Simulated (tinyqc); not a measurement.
Short-channel transistor, virtual-source model with series resistance: two steps of the calculation.

The current per gate width is the charge at the top of the source barrier (the virtual source) times its velocity times a saturation function; al and be are fitting constants of the model. Units: I in uA/um, Rs in ohm um, so I Rs = 1e-6 I Rs in volts; Q in uC/cm^2, so I = 1e-4 Q vx0 Fsat with vx0 in cm/s.

Parameters, values chosen for the exercise: temperature T = 300 K; inversion capacitance Cinv = 3.01 uF/cm^2; velocity at the virtual source vx0 = 2.32e7 cm/s; apparent mobility mu = 1100 cm^2/(V s); channel length L = 25 nm; threshold at zero drain voltage VT0 = 0.42 V; drain-induced barrier lowering dl = 0.069 V/V; subthreshold factor n0 = 1.14; growth of n with drain voltage nd = 0.2 1/V; threshold shift (in units of Vt) from weak to strong inversion al = 3.5; sharpness of saturation be = 1.4; series resistance of each contact Rs = 200 ohm um; gate voltage Vgs = 0.9 V; drain voltage Vds = 0.9 V.

Constants: q = 1.602176634e-19 C, kB = 1.380649e-23 J/K, Vt = kB T/q. Results are converted to the units shown.

Problem 1. Current through the series resistance. Intrinsic voltages Vg' = Vgs - I Rs, Vd' = Vds - 2 I Rs. n = n0 + nd Vd', VT = VT0 - dl Vd', Ff = 1/(1 + exp((Vg' - VT + al Vt/2)/(al Vt))), Q = Cinv n Vt ln(1 + exp((Vg' - VT + al Vt Ff)/(n Vt))), Vdsat = (vx0 L/mu)(1 - Ff) + Vt Ff, Fsat = u/(1 + u^be)^(1/be) with u = Vd'/Vdsat, and I(out) = Q vx0 Fsat per width. (Fsat takes the sign of u.) Newton step: I(new) = I + (I(out) - I)/(1 - s), s = dI(out)/dI by a central difference with +/- 0.001 uA/um.

I after iteration 1 = 1439.0340 uA/um

Wanted: Vg'; Vd'; VT; Ff; Q; Vdsat; Fsat; I(out); s; I after iteration 2.

Solution 1.

Vg' = 0.6122 V
Vd' = 0.3244 V
VT = 0.3976 V
Ff = 0.05358
Q = 0.6605 uC/cm^2
Vdsat = 0.05129 V
Fsat = 0.9493
I(out) = 1455 uA/um
s = -1.550
I after iteration 2 = 1445 uA/um

Problem 2. What the series resistance costs. n = n0 + nd Vd', VT = VT0 - dl Vd', Ff = 1/(1 + exp((Vg' - VT + al Vt/2)/(al Vt))), Q = Cinv n Vt ln(1 + exp((Vg' - VT + al Vt Ff)/(n Vt))), Vdsat = (vx0 L/mu)(1 - Ff) + Vt Ff, Fsat = u/(1 + u^be)^(1/be) with u = Vd'/Vdsat, and I = Q vx0 Fsat per width. I0 is the current for Rs = 0. Effective velocity I/Q; transit time L Q/I.

converged I = 1445.1921 uA/um
I0 = 3736.4753 uA/um

Wanted: loss against I0; effective velocity; transit time.

Solution 2.

loss against I0 = 61.32 %
effective velocity = 2.201e7 cm/s
transit time = 0.1136 ps

The carriers leave the virtual source at 94.9 % of vx0: the device is in saturation.

Computed by the program tinyqc: `OMP_NUM_THREADS=1 python tinyqc.py 2380118 2380119 out.jsonl`, one thread of a shared Intel Xeon 2.30GHz, about 0.01 s for the whole run.
